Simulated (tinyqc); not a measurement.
Donor binding, ionisation and the Mott limit: two steps of the calculation.

Hydrogenic donor: Ry = (m0 q^3/(8 eps0^2 h^2)) me/eps_r^2 in eV, E0 = cc Ry, radius a = q/(8 pi eps0 eps_r E0), Mott density Nm = (0.26/a)^3. Below Nm the level sinks as Ed = E0 [1 - (N/Nm)^(1/3)]. Neutrality: Nc F12(eta) = N/(1 + 2 exp(eta + Ed/kB T)), F12(x) = (2/sqrt(pi)) int_0^infinity sqrt(u)/(1 + exp(u - x)) du.

Parameters, values chosen for the exercise; band and dielectric values close to those of germanium: temperature T = 100 K; relative permittivity eps_r = 15.9; mass in the hydrogenic formula, set independently of Nc me = 0.12 m0; conduction-band density of states at 100 K Nc = 2e18 cm^-3; ratio of the true binding energy to the hydrogenic one cc = 1; donor density N = 1e15 cm^-3.

Constants: q = 1.602176634e-19 C, kB = 1.380649e-23 J/K, eps0 = 8.8541878128e-12 F/m, h = 6.62607015e-34 J s, m0 = 9.1093837015e-31 kg, Vt = kB T/q. Results are converted to the units shown.

Problem 1. Binding energy, radius and Mott density. The mean spacing of the donors is N^(-1/3).

Find: Ry; E0; a; Nm; spacing over a; Ed.

Solution 1.

Ry = 6.4581 meV
E0 = 6.4581 meV
a = 7.0116 nm
Nm = 5.0988e16 cm^-3
spacing over a = 14.262
Ed = 4.7165 meV

Problem 2. Ionisation. Solve the neutrality equation for eta. Boltzmann form: with k = (Nc/2) exp(-Ed/kB T) the ionised share is [-k + sqrt(k^2 + 4 k N)]/(2 N).

Ed = 4.7165315 meV

Wanted: eta; ionised share; n; ionised share, Boltzmann form.

Solution 2.

eta = -7.6025
ionised share = 99.828 %
n = 9.9828e14 cm^-3
ionised share, Boltzmann form = 99.828 %

With the level held at E0 the share would be 99.8 %.

Range of the model: A sharp level with degeneracy 2 overstates freeze-out near Nm, where the impurity band broadens and merges with the conduction band.

Numbers from tinyqc (`OMP_NUM_THREADS=1 python tinyqc.py 2330108 2330109 out.jsonl`; about 0.02 s on one thread of a shared Intel Xeon 2.30GHz).
